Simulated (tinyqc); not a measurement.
Worked calculation: CCD on RHF in the 6-311g basis, for H2, spin multiplicity 1. One step of it, computed by the program tinyqc.

Task: Iteration 6 (converged): orbitals. Diagonalise F' = X^T F X, C = X C', fill 1 alpha and 1 beta electrons from the bottom; D = 2 C_occ C_occ^T. Each column has its largest component positive (the first on a tie).

converged F (hartree):
```
           1H 1s      1H 2s      1H 3s      2H 1s      2H 2s      2H 3s
1H 1s   0.661823  -0.373311  -0.430016  -0.396916  -0.428816  -0.388775
1H 2s  -0.373311  -0.305578  -0.363385  -0.428816  -0.440519  -0.384051
1H 3s  -0.430016  -0.363385  -0.260075  -0.388775  -0.384051  -0.283347
2H 1s  -0.396916  -0.428816  -0.388775   0.661823  -0.373311  -0.430016
2H 2s  -0.428816  -0.440519  -0.384051  -0.373311  -0.305578  -0.363385
2H 3s  -0.388775  -0.384051  -0.283347  -0.430016  -0.363385  -0.260075
```

X:
```
               1          2          3          4          5         6
1H 1s   0.626348  -0.953593  -0.698345   0.614477   0.568086  0.154977
1H 2s  -1.974137   1.467596   0.900732   0.107417   0.334750  0.236051
1H 3s   2.664347  -0.839983   0.831564  -0.509910   0.114483  0.236484
2H 1s  -0.626348  -0.953593   0.698345   0.614477  -0.568086  0.154977
2H 2s   1.974137   1.467596  -0.900732   0.107417  -0.334750  0.236051
2H 3s  -2.664347  -0.839983  -0.831564  -0.509910  -0.114483  0.236484
```

Give: F' = X^T F X; orbital energies; coefficients C; D after iteration 6.

Result:

F' = X^T F X (hartree):
```
         1        2        3        4        5        6
1   1.2283   0.0000  -0.9455   0.0000   0.3848   0.0000
2   0.0000   2.0535   0.0000  -0.9911   0.0000  -0.0231
3  -0.9455   0.0000   1.3019   0.0000  -0.7400   0.0000
4   0.0000  -0.9911   0.0000   0.8784   0.0000  -0.0823
5   0.3848   0.0000  -0.7400   0.0000   0.7489   0.0000
6   0.0000  -0.0231   0.0000  -0.0823   0.0000  -0.5355
```

orbital energies (hartree): MO1 -0.5437, MO2 0.1363, MO3 0.3218, MO4 0.5747, MO5 2.5680, MO6 2.6182

coefficients C:
```
          MO1      MO2      MO3      MO4      MO5      MO6
1H 1s  0.1676   0.0980  -0.0457  -0.0968  -1.0880  -1.1317
1H 2s  0.3059   0.0492  -0.7943  -1.4235   1.6709   1.2233
1H 3s  0.1558   1.7021   0.8780   1.9346  -1.0786  -0.4757
2H 1s  0.1676  -0.0980  -0.0457   0.0968   1.0880  -1.1317
2H 2s  0.3059  -0.0492  -0.7943   1.4235  -1.6709   1.2233
2H 3s  0.1558  -1.7021   0.8780  -1.9346   1.0786  -0.4757
```

D after iteration 6:
```
        1H 1s   1H 2s   1H 3s   2H 1s   2H 2s   2H 3s
1H 1s  0.0562  0.1025  0.0522  0.0562  0.1025  0.0522
1H 2s  0.1025  0.1872  0.0953  0.1025  0.1872  0.0953
1H 3s  0.0522  0.0953  0.0486  0.0522  0.0953  0.0486
2H 1s  0.0562  0.1025  0.0522  0.0562  0.1025  0.0522
2H 2s  0.1025  0.1872  0.0953  0.1025  0.1872  0.0953
2H 3s  0.0522  0.0953  0.0486  0.0522  0.0953  0.0486
```
